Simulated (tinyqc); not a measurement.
Minority carriers and saturation current of a heavily doped emitter: one step of the calculation.

n-type, parabolic bands, full ionisation. eta = (EF - Ec)/kB T solves N = Nc F12(eta), F12(x) = (2/sqrt(pi)) int_0^infinity sqrt(u)/(1 + exp(u - x)) du. The gap shrinks rigidly by dEg = a3 y^(1/3) + a4 y^(1/4) + a2 y^(1/2), y = N/1e18 cm^-3, an empirical law that is here taken as the true narrowing.

Task. Effective intrinsic density. ni = sqrt(Nc Nv) exp(-Eg/(2 Vt)), Eg in volts; degeneracy factor g = F12(eta) exp(-eta); nie^2 = ni^2 exp(dEg/kB T) g, p0 = nie^2/N; apparent narrowing dEg + kB T ln g.

Parameters, values chosen for the exercise; band and dielectric values close to those of silicon:
- T = 300 K (temperature)
- Eg = 1.11 eV (band gap)
- Nc = 2.77e19 cm^-3 (conduction-band density of states at 300 K)
- Nv = 2.61e19 cm^-3 (valence-band density of states at 300 K)
- N = 6.9e19 cm^-3 (ionised donor density)
- a3 = 9.6 meV (coefficient of (N/1e18)^(1/3))
- a4 = 9.2 meV (coefficient of (N/1e18)^(1/4))
- a2 = 3 meV (coefficient of (N/1e18)^(1/2))

Constants: q = 1.602176634e-19 C, kB = 1.380649e-23 J/K, Vt = kB T/q. Results are converted to the units shown.

converged eta = 1.7647842

Find: ni; dEg; g; apparent narrowing; nie; p0.

Result.

ni = 1.276e10 cm^-3
dEg = 90.81 meV
g = 0.4265
apparent narrowing = 68.78 meV
nie = 4.827e10 cm^-3
p0 = 33.77 cm^-3

Narrowing multiplies p0 by 33.5 and degeneracy by 0.427.

Range of the model: Band tails, non-parabolic bands and incomplete ionisation are left out.

Computed by the program tinyqc: `OMP_NUM_THREADS=1 python tinyqc.py 2330102 2330103 out.jsonl`, one thread of a shared Intel Xeon 2.30GHz, about 0.01 s for the whole run.
